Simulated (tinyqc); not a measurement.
# Changing the band bending V_b

Model: admittance spectroscopy and thermally stimulated current of one trap level in a depletion layer. Computed by tinyqc, a small Python program. Command: `OMP_NUM_THREADS=1 python tinyqc.py 3110248 3110249 out.jsonl admit sweep`. One thread of a shared host (Intel(R) Xeon(R) Processor @ 2.30GHz), about 0.01 s of CPU time with the checks.

A Schottky junction on n-type material holds one donor-like electron trap; shallow donors are fully ionised and abrupt depletion edges are assumed.

Inputs (values chosen for the exercise, modelled on n-type beta-Ga2O3): dielectric constant eps = 10.2; density-of-states mass m = 0.281 m_0; shallow doping N = 1.5e+16 1/cm^3; trap density N_t = 6.7e+14 1/cm^3; trap depth E_t below the band = 0.592 eV; capture cross section sigma = 8.8e-14 cm^2; test frequency f = 900000 Hz.

Constants: k_B = 1.380649e-23 J/K; m_0 = 9.1093837015e-31 kg; h = 6.62607015e-34 J s; k_B = 8.617333262e-05 eV/K; eps_0 = 8.8541878128e-12 F/m; e = 1.602176634e-19 C.

Method:
- N_c = 2 (2 pi m k_B T/h^2)^(3/2), v_th = sqrt(3 k_B T/m), emission rate e_n = sigma v_th N_c exp(-E_t/(k_B T)).
- Where the level crosses the Fermi level capture equals emission, so the trap follows the signal with the rate 2 e_n; G/omega peaks at omega = 2 e_n (the correction for large N_t/N is left out).
- Solve 2 e_n(T_p) = 2 pi f.
- With E_c - E_F = k_B T_p ln(N_c/N): lambda = sqrt(2 eps eps_0 (E_t - (E_c - E_F))/(e^2 N)); traps are empty and charged for x < x_t = w - lambda, and V_b = e (N w^2 + N_t x_t^2)/(2 eps eps_0). High frequency: C_hf = eps eps_0/w. Low frequency: C_lf = eps eps_0 (N + N_t)/(N w + N_t x_t).

One run for each value:
```
band bending V_b (V)  step (C_lf - C_hf)/C_hf  C_hf (nF/cm^2)  crossing point x_t (nm)  depletion width w (nm)
1.2                                  0.024074          30.208                   134.59                  298.97
2.0                                  0.018600          23.464                   220.52                  384.90
2.7                                  0.015992          20.226                   282.14                  446.51
3.5                                  0.014037          17.788                   343.35                  507.73
4.2                                  0.012809          16.251                   391.34                  555.72
5.0                                  0.011736          14.906                   441.50                  605.88
5.7                                  0.010990          13.969                   482.17                  646.54
6.5                                  0.010290          13.088                   525.69                  690.06
```

Over the rows, step (C_lf - C_hf)/C_hf falls from 0.0241 to 0.0103 (exponent d ln y / d ln x about -0.50 throughout); C_hf (nF/cm^2) falls from 30.2 to 13.1 (exponent d ln y / d ln x about -0.50 throughout); crossing point x_t (nm) rises from 135 to 526 (exponent d ln y / d ln x 0.97 between the first rows and 0.66 between the last). The exponent of C_hf stays at -0.50: w grows as sqrt(V_b). Lambda does not depend on the bias, so the step falls as w grows.

Extremes, crossings and ranges named in words are read from the listed rows.
